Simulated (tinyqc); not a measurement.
Electromigration in a confined line: Blech product, Korhonen stress evolution and Black's law: one step, computed by the program tinyqc. Command: `OMP_NUM_THREADS=1 python tinyqc.py 3027485 3027486 out.jsonl emigr walk`. One thread of a shared host (Intel(R) Xeon(R) Processor @ 2.30GHz), about 0.01 s of CPU time with the checks.

The electron wind pushes atoms from the cathode (x = 0) to the anode (x = L); blocking ends build a back stress (tension positive). The input rho is taken not to change with temperature. d sigma/dt = d/dx [kappa (d sigma/dx + G)], with zero flux at both ends and sigma = sigma_0 at t = 0.

Question. Time to nucleate a void. sigma(x, t) = sigma_0 + G L [1/2 - x/L - 4 sum_(m odd) cos(m pi x/L) exp(-m^2 pi^2 s)/(m pi)^2], s = t/tau, summed to m = 399. Solve sigma(0, t) = sigma_c for s; the semi-infinite estimate is t = (pi/kappa) ((sigma_c - sigma_0)/(2 G))^2.

Inputs (values chosen for the exercise, close to those used for ruthenium lines):
```
quantity                 value  unit
critical stress sigma_c    440   MPa
initial stress sigma_0     200   MPa
line length L               84    um
test temperature T         340     C
```

Start: thermal stress.

stress gradient G = 89.06217 MPa/um

tau = 7353.295 h

kappa = 2.665472e-16 m^2/s

Give: nucleation time; semi-infinite estimate.

Answer.

nucleation time = 5.9436 h

semi-infinite estimate = 5.9436 h

The two agree: the void nucleates before the far end is felt, so the time scales as 1/j^2 and not with L.
